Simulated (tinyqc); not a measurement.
# Short-channel transistor, virtual-source model with series resistance: what changes with what

The current per gate width is the charge at the top of the source barrier (the virtual source) times its velocity times a saturation function; al and be are fitting constants of the model. Units: I in uA/um, Rs in ohm um, so I Rs = 1e-6 I Rs in volts; Q in uC/cm^2, so I = 1e-4 Q vx0 Fsat with vx0 in cm/s.

Values chosen for this exercise:
```
symbol,value,unit,meaning
T,250,K,temperature
Cinv,2.34,uF/cm^2,inversion capacitance
vx0,2e7,cm/s,velocity at the virtual source
mu,1500,cm^2/(V s),apparent mobility
L,45,nm,channel length
VT0,0.375,V,threshold at zero drain voltage
dl,0.169,V/V,drain-induced barrier lowering
n0,1.54,,subthreshold factor
nd,0.05,1/V,growth of n with drain voltage
al,3.5,,threshold shift (in units of Vt) from weak to strong inversion
be,2,,sharpness of saturation
Rs,30,ohm um,series resistance of each contact
```

Constants: q = 1.602176634e-19 C, kB = 1.380649e-23 J/K, Vt = kB T/q. Results are converted to the units shown.

Each table varies one quantity; the others keep the values above.

## Effect of the series resistance of each contact on the on and off currents

Intrinsic voltages Vg' = Vgs - I Rs, Vd' = Vds - 2 I Rs. n = n0 + nd Vd', VT = VT0 - dl Vd', Ff = 1/(1 + exp((Vg' - VT + al Vt/2)/(al Vt))), Q = Cinv n Vt ln(1 + exp((Vg' - VT + al Vt Ff)/(n Vt))), Vdsat = (vx0 L/mu)(1 - Ff) + Vt Ff, Fsat = u/(1 + u^be)^(1/be) with u = Vd'/Vdsat, and I = Q vx0 Fsat per width. I is solved self-consistently. Ion is I at Vgs = Vds = 0.6 V, Ioff at Vgs = 0, Vds = 0.6 V, and Rlin = Vds/I at Vgs = 0.6 V, Vds = 0.05 V.

Results:
```
Rs (ohm um),Ion (uA/um),Ioff (nA/um),log10(Ion/Ioff),Rlin (ohm um)
0,1523,410.3,3.570,70.15
25,1318,410.1,3.507,112.8
50,1163,409.9,3.453,161.2
100,942.6,409.6,3.362,260.6
150,794.3,409.3,3.288,360.6
200,687.6,409.0,3.226,460.7
400,451.6,407.7,3.044,860.9
```

Estimate the missing row, Rs = 300 ohm um.

Computed row:
```
Rs (ohm um),Ion (uA/um),Ioff (nA/um),log10(Ion/Ioff),Rlin (ohm um)
300,544.0,408.3,3.125,660.8
```

With this row back in the table: As Rs goes from 0 to 400 ohm um, Ion falls from 1520 to 452 uA/um, Ioff falls from 410 to 408 nA/um and Rlin rises from 70.2 to 861 ohm um. Ion changes by a factor of 0.297 and Ioff by 0.994. The off current drops so little voltage over Rs that it changes by under 1 %.

## Output curve

Same model as above.

gds = dI/dVds, gm = dI/dVgs.

In this table Vgs = 0.6 V.

Output curve:
```
Vds (V),I (uA/um),Fsat,gds (uS/um),gain gm/gds
0.07,545.6,0.5360,6299,0.2135
0.14,848.8,0.8350,2656,1.054
0.2,962.7,0.9242,1378,2.457
0.27,1040,0.9620,926.8,3.925
0.34,1099,0.9776,781.9,4.785
0.4,1144,0.9844,730.1,5.189
0.47,1194,0.9891,700.7,5.455
0.53,1236,0.9916,687.4,5.589
0.6,1284,0.9936,678.6,5.687
```

The current rises from 546 to 1280 uA/um as Fsat rises from 0.536 to 0.994; gds falls from 6300 to 679 uS/um. The gain ends at 5.69, against 1/dl = 5.92 for a current that depends on Vds through barrier lowering alone.

## Effect of the velocity at the virtual source on the on and off currents

Same model as above.

Results:
```
vx0 (cm/s),Ion (uA/um),Ioff (nA/um),log10(Ion/Ioff),Rlin (ohm um)
5e6,365.45,102.56,3.5518,205.75
7.1e6,509.27,145.63,3.5437,162.50
1e7,699.14,205.10,3.5326,139.43
1.4e7,945.42,287.10,3.5176,128.09
2e7,1283.7,410.06,3.4956,122.30
4e7,2184.6,819.60,3.4258,118.19
```

Estimate the missing row, vx0 = 2.8e7 cm/s.

Computed row:
```
vx0 (cm/s),Ion (uA/um),Ioff (nA/um),log10(Ion/Ioff),Rlin (ohm um)
2.8e7,1682.6,573.94,3.4671,119.62
```

With this row back in the table: As vx0 goes from 5e6 to 4e7 cm/s, Ion rises from 365 to 2180 uA/um, Ioff rises from 103 to 820 nA/um and Rlin falls from 206 to 118 ohm um. Ion changes by a factor of 5.98 and Ioff by 7.99.

Numbers from tinyqc (`OMP_NUM_THREADS=1 python tinyqc.py 2380058 2380059 out.jsonl`; about 0.01 s on one thread of a shared Intel Xeon 2.30GHz).
